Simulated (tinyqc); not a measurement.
# Worked calculation: polycrystalline film, grain-boundary barriers (Seto model)

Program tinyqc, `OMP_NUM_THREADS=1 python tinyqc.py 2610139 2610140 out.jsonl`; Intel Xeon 2.30GHz, shared host, one thread, about 0.01 s. Printed values are rounded.

One-dimensional grains of size Lg with donors N; each boundary has Qt acceptor-like traps per area at one level Et below the band edge. Trapped electrons qt deplete a width w = qt/N (both sides together) and raise a barrier Vb = q N w^2/(8 eps0 eps_r). Current crosses the barriers by thermionic emission at small bias. Abrupt depletion, full ionisation, Boltzmann statistics.

Inputs (values chosen for the exercise); values close to those of polycrystalline silicon: temperature T = 250 K; relative permittivity of the semiconductor eps_r = 11.7; grain size Lg = 80 nm; trap density at a boundary Qt = 1.8e12 cm^-2; donor density N = 1.7e17 cm^-3; mobility inside a grain mg = 130 cm^2/(V s); collection velocity at the barrier vc = 5.3e6 cm/s; conduction-band density of states at T Nc = 2.13e19 cm^-3; trap level below the band edge Et = 0.44 eV.

Constants: q = 1.602176634e-19 C, kB = 1.380649e-23 J/K, Vt = kB T/q, eps0 = 8.8541878128e-14 F/cm where lengths are in cm. Results are converted to the units shown.

## Critical doping and limits of the barrier

N* = Qt/Lg; fully depleted grains have Vb = q N Lg^2/(8 eps0 eps_r), filled traps Vb = q Qt^2/(8 eps0 eps_r N); the true barrier cannot exceed the smaller.

N* = 2.25e17 cm^-3
Vb, fully depleted = 0.210337 V
Vb, traps filled = 0.368453 V

## Barrier, resistivity and effective mobility

Partly depleted grains: the density at the grain centre is n0 = N and qt = Qt/(1 + 2 (Nc/N) exp((Vb - Et)/Vt)). If that gives qt >= N Lg, the grains are fully depleted: qt = N Lg, w = Lg and n0 = 2 Nc exp((Vb - Et)/Vt)/(Qt/(N Lg) - 1). Resistivity: barriers rb = Vt exp(Vb/Vt)/(q n0 vc Lg), grain interior rg = (1 - w/Lg)/(q mg N); effective mobility 1/(q N (rb + rg)).

qt = 1.36e12 cm^-2
w = 80 nm
Vb = 0.210337 V
n0 = 3.08805e15 cm^-3
rb = 17854.6 ohm cm
rg = 0 ohm cm
effective mobility = 0.00205632 cm^2/(V s)

The grains are fully depleted, 75.6 % of the traps are filled and the barriers give 100 % of the resistivity.
